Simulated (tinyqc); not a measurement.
Band gaps under pressure and temperature from deformation potentials: sweeps and comparisons. A value that a table varies takes the place of the one given here.

Murnaghan: V/V0 = (1 + Bp P/B0)^(-1/Bp), B0 = (C11 + 2 C12)/3. Each gap moves by a ln(V/V0) with its volume potential a, and falls with temperature by aV T^2/(T + bV) (Varshni); the two effects are added. No change of phase is considered.

Constants: hc = 1239.841984 eV nm.

Parameters, chosen for this exercise (near those of GaP, the X and L potentials typical of such crystals; not measured data): Eg = 2.839 eV (gap at Gamma to the s-like level at 0 K, 0 GPa); EgX = 2.333 eV (gap to X at 0 K, 0 GPa); EgL = 2.75 eV (gap to L at 0 K, 0 GPa); C11 = 142.1 GPa; C12 = 63.1 GPa; Bp = 4.15 (pressure derivative of the bulk modulus); aG = -9.99 eV (volume potential of the Gamma gap); aX = 1.32 eV (volume potential of the X gap); aL = -3.06 eV (volume potential of the L gap); aV = (0.552, 0.589, 0.57) meV/K (Varshni alpha of Gamma, X, L); bV = (364, 352, 378) K (Varshni beta of Gamma, X, L); T = 300 K (temperature); P = 4.7 GPa (pressure).

## Gaps against pressure

The last column is the linear form E0 + c1 P for Gamma, c1 = -aG/B0.

Gaps (eV):
```
P (GPa),ln(V/V0),Gamma,X,L,lowest,"Gamma, linear"
0.00,0.0000,2.764,2.252,2.674,X,2.764
1.50,-0.0162,2.926,2.230,2.724,X,2.932
3.00,-0.0314,3.078,2.210,2.770,X,3.099
4.50,-0.0457,3.221,2.191,2.814,X,3.267
6.00,-0.0592,3.355,2.174,2.855,X,3.434
7.50,-0.0720,3.483,2.157,2.895,X,3.602
9.00,-0.0841,3.604,2.141,2.932,X,3.770
10.50,-0.0956,3.720,2.125,2.967,X,3.937
12.00,-0.1067,3.830,2.111,3.001,X,4.105
```

Over 12 GPa Gamma moves by +1.066, L by +0.326 and X by -0.141 eV. X stays lowest. The linear form overshoots by 275 meV at the end, because the crystal stiffens; the gap is linear in ln V, not in P.

## Gaps against temperature

At the pressure P; wavelength hc/E of the lowest gap.

Gaps (eV):
```
T (K),Gamma,X,L,lowest,wavelength (nm)
0,3.3139,2.2702,2.8955,X,546.1
50,3.3106,2.2666,2.8921,X,547.0
100,3.3020,2.2572,2.8835,X,549.3
200,3.2748,2.2276,2.8560,X,556.6
300,3.2391,2.1889,2.8198,X,566.4
400,3.1983,2.1449,2.7782,X,578.0
500,3.1542,2.0974,2.7332,X,591.1
600,3.1078,2.0475,2.6857,X,605.5
```

From 0 to 100 K the Gamma gap falls by 11.9 meV, from 500 to 600 K by 46.4 meV: quadratic below bV, linear with a slope tending to aV = 0.552 meV/K above. X stays lowest. A pressure of 0.67 GPa, with the slope -aG/B0 at zero pressure, would undo the fall of the Gamma gap from 0 to 300 K.

## What each parameter does

Gaps at P and T. Each row changes one parameter from the base and keeps the others.

Results:
```
case,Gamma (eV),X (eV),L (eV)
base,3.2391,2.1889,2.8198
T = 350 K,3.2192,2.1675,2.7996
C11 = 156.31 GPa,3.2173,2.1918,2.8131
C12 = 69.41 GPa,3.2197,2.1915,2.8139
Bp = 4.565,3.2348,2.1895,2.8185
aG = -10.989 eV,3.2866,2.1889,2.8198
aX = 1.452 eV,3.2391,2.1827,2.8198
aL = -3.366 eV,3.2391,2.1889,2.8344
P = 4.23 GPa,3.1956,2.1947,2.8065
```

The largest shifts from the base row, up to three for each result and ties (the steps differ in size, so this ranks the rows, not the parameters). Gamma (eV): aG +0.0475, P -0.0435, C11 -0.0218; unchanged at the printed digits by aX and aL. X (eV): T -0.0215, aX -0.0063, P +0.0057; unchanged at the printed digits by aG and aL. L (eV): T -0.0202, aL +0.0145, P -0.0133; unchanged at the printed digits by aG and aX.

Computed by tinyqc, a small Python program: `OMP_NUM_THREADS=1 python tinyqc.py 1051289 1051290 out.jsonl` (the numbers bound the seed that draws the inputs); one thread of a shared host (Intel(R) Xeon(R) Processor @ 2.30GHz), about 0.01 s for the whole set of steps.
